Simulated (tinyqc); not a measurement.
## Coupling and phonon occupation from the scattering functions

Inverse problem. A level coupled to a phonon of energy w0 has, in the self-consistent Born approximation, Sin(E) = M^2 [(Nq + 1) Gn(E + w0) + Nq Gn(E - w0)], Sout(E) = M^2 [(Nq + 1) Gp(E - w0) + Nq Gp(E + w0)]. Find M, Nq and, from Nq = 1/(exp(w0/kB T) - 1), the phonon temperature.

Values chosen for this exercise: phonon energy w0 = 50 meV.

Constants: q = 1.602176634e-19 C, kB = 1.380649e-23 J/K. Results are converted to the units shown.

Gn at E - w0 and E + w0 (1/meV): [0.026776942, 7.2461384e-4]
Gp at E - w0 and E + w0 (1/meV): [0.0075677602, 0.0084173861]
Sin and Sout at E (meV): [0.090353773, 0.54484572]

Solution. Both equations are linear in M^2 and M^2 Nq.

M = 8.30 meV
Nq = 0.0213
T = 150 K

Program tinyqc, `OMP_NUM_THREADS=1 python tinyqc.py 2720001 2720002 out.jsonl`; Intel Xeon 2.30GHz, shared host, one thread, about 0.04 s.
